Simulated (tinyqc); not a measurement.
## Index and thickness from Psi and Delta

Question. Air (index 1), film, substrate with N2 = n2 - i k2; time factor exp(+i w t). q_j = sqrt(N_j^2 - sin^2 th), root with positive real part. Fresnel coefficients r_s = (q_a - q_b)/(q_a + q_b), r_p = (N_b^2 q_a - N_a^2 q_b)/(N_b^2 q_a + N_a^2 q_b). tan(Psi) exp(i Delta) = R_p/R_s, Delta taken from 0 to 360 degrees. beta = 2 pi d q1/lam, X = exp(-2 i beta), R = (r01 + r12 X)/(1 + r01 r12 X) for p and s. The film is transparent, with 1.15 < n1 < 2.9 and d under half a period. Find n1, d and the period.

Values chosen for this exercise:

| symbol | value | unit | meaning |
|---|---|---|---|
| lam | 546.1 | nm | wavelength |
| th | 75 | degrees | angle of incidence |
| n2 | 4.086 |  | index of the substrate |
| k2 | 0.031 |  | extinction coefficient of the substrate |

Psi = 11.414979 degrees
Delta = 81.731021 degrees

Solution. Two measured angles fix two unknowns; a search from many starts finds one solution in the range given. Thicker films with d plus a multiple of the period give the same angles.

n1 = 2.40
d = 15.5 nm
period = 124 nm

Numbers from tinyqc (`OMP_NUM_THREADS=1 python tinyqc.py 2870201 2870202 out.jsonl`; about 0.4 s on one thread of a shared Intel Xeon 2.30GHz).
